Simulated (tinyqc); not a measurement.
Hubbard ring of 3 sites, step by step. Computed by tinyqc, a small Python program that keeps every step. Settings: hopping = 1.47, U = 7.7, mixing = 0.2, iteration cap = 71. Command: `OMP_NUM_THREADS=1 python tinyqc.py 22394 22395 out.jsonl` (the two numbers bound the seeds that draw the settings). One thread of a shared host (Intel(R) Xeon(R) Processor @ 2.60GHz), about 0.2 s of CPU time with the checks. Later iterations appear only in the table of the cycle.

## Mean-field iteration 1

one-body matrix (hopping and site energies) (eV), order 1, 2, 3:
```
[[0.230000, -1.470000, -1.470000],
 [-1.470000, -0.260000, -1.470000],
 [-1.470000, -1.470000, -0.360000]]
```

U = 7.700000 eV

electrons, up and down: [2, 1]

mixing = 0.200000

n(up) at the start (a guess, not normalised): [0.717000, 0.617000, 0.717000]

n(down) at the start (a guess): [0.283000, 0.383000, 0.283000]

H(up) = T + U n(down), H(down) = T + U n(up); fill the lowest levels; n(new) = n + mixing (n(out) - n); E = tr T (rho up + rho down) + U sum n_up n_down of the output.

levels, up (eV): [-0.664923, 3.543757, 4.038467]

levels, down (eV): [2.134033, 6.274843, 6.993823]

energy = 0.057371 eV

n(up) after iteration 1: [0.701928, 0.568514, 0.770358]

n(down) after iteration 1: [0.275825, 0.393730, 0.289645]

## Mean-field iteration 2

As before.

levels, up (eV): [-0.638936, 3.559313, 4.075463]

levels, down (eV): [2.046422, 6.203764, 7.073975]

energy = -0.223423 eV

n(up) after iteration 2: [0.702848, 0.520380, 0.809412]

n(down) after iteration 2: [0.269849, 0.415356, 0.282155]

## Convergence

Each step fills the lowest levels of T + U n(other spin) and sets n(new) = n + mixing (n(out) - n); stop when output and input agree to 1e-8.

Course of the cycle:
```
iteration       E (eV)  largest |n(out) - n(in)|  mean |n_up - n_down|
1           0.05737101                  2.67e-01              0.374720
2          -0.22342342                  2.41e-01              0.449345
3          -0.44502626                  2.31e-01              0.516598
4          -0.64801091                  2.21e-01              0.579037
5          -0.83738492                  2.11e-01              0.635927
6          -1.00463891                  1.99e-01              0.685658
7          -1.14233247                  1.96e-01              0.727424
8          -1.24898766                  1.87e-01              0.761454
9          -1.32795312                  1.73e-01              0.788659
10         -1.38466592                  1.58e-01              0.810197
11         -1.42463072                  1.41e-01              0.827203
...                ...                       ...                   ...
61         -1.51537111                  3.14e-05              0.897913
62         -1.51537111                  2.64e-05              0.897914
63         -1.51537111                  2.22e-05              0.897915
64         -1.51537111                  1.86e-05              0.897916
65         -1.51537111                  1.56e-05              0.897917
66         -1.51537111                  1.31e-05              0.897918
67         -1.51537111                  1.10e-05              0.897918
68         -1.51537111                  9.26e-06              0.897919
69         -1.51537111                  7.78e-06              0.897919
70         -1.51537111                  6.54e-06              0.897920
71         -1.51537111                  5.49e-06              0.897920
```

Not converged within 71 iterations: the residual falls steadily but slowly, by a factor of about 0.84 a step. The lowest mean-field energy found from random starts is -1.54950 eV. Reruns (cap 100 unless said): mixing 0.5: converged in 38 to a higher stationary point (E = -1.51537); mixing 0.9: converged in 17 to a higher stationary point (E = -1.51537); the original settings with a cap of 400: converged in 108 to a higher stationary point (E = -1.51537).

## The many-body Hamiltonian

Basis: all placements (u, d, 2, 0 on each site), up operators ordered before down ones; hops carry the sign of the same-spin electrons passed.

H (eV), order 2u0, u20, uud, 20u, udu, u02, duu, 02u, 0u2:
```
[[7.900000, -1.470000, -1.470000, -1.470000, 0.000000, 0.000000, 1.470000, 0.000000, 0.000000],
 [-1.470000, 7.410000, -1.470000, 0.000000, -1.470000, 0.000000, 0.000000, 1.470000, 0.000000],
 [-1.470000, -1.470000, -0.390000, 0.000000, 0.000000, -1.470000, 0.000000, 0.000000, 1.470000],
 [-1.470000, 0.000000, 0.000000, 7.800000, -1.470000, -1.470000, -1.470000, 0.000000, 0.000000],
 [0.000000, -1.470000, 0.000000, -1.470000, -0.390000, -1.470000, 0.000000, -1.470000, 0.000000],
 [0.000000, 0.000000, -1.470000, -1.470000, -1.470000, 7.210000, 0.000000, 0.000000, -1.470000],
 [1.470000, 0.000000, 0.000000, -1.470000, 0.000000, 0.000000, -0.390000, -1.470000, -1.470000],
 [0.000000, 1.470000, 0.000000, 0.000000, -1.470000, 0.000000, -1.470000, 6.820000, -1.470000],
 [0.000000, 0.000000, 1.470000, 0.000000, 0.000000, -1.470000, -1.470000, -1.470000, 6.720000]]
```

## Exact diagonalisation (9 states)

Lowest levels of the sector, and the double occupancy of the lowest state.

lowest levels (eV): [-1.943198, -1.888047, -0.390000, 5.330714, 5.801620, 7.309698]

double occupancy per site = 0.056543

## The lowest level by Lanczos steps

From a random start vector (not printed): a_j = <q_j|H|q_j>, b_j = norm of the remainder after orthogonalising; the Ritz value is the lowest eigenvalue of the tridiagonal matrix of a and b so far.

Lanczos:
```
j  a_j (eV)  b_j (eV)  lowest Ritz value (eV)
1  4.820958  4.841076              4.82095753
2  3.976648  3.850770             -0.46064496
3  5.517343  1.540118             -1.68468798
4  0.661433  2.698335             -1.84761773
5  6.878984  1.498952             -1.92751031
6  8.898021  1.857057             -1.93023888
7  1.487620  3.916109             -1.93052944
8  3.114299  0.112362             -1.94308228
9  7.334693         0             -1.94319841
```
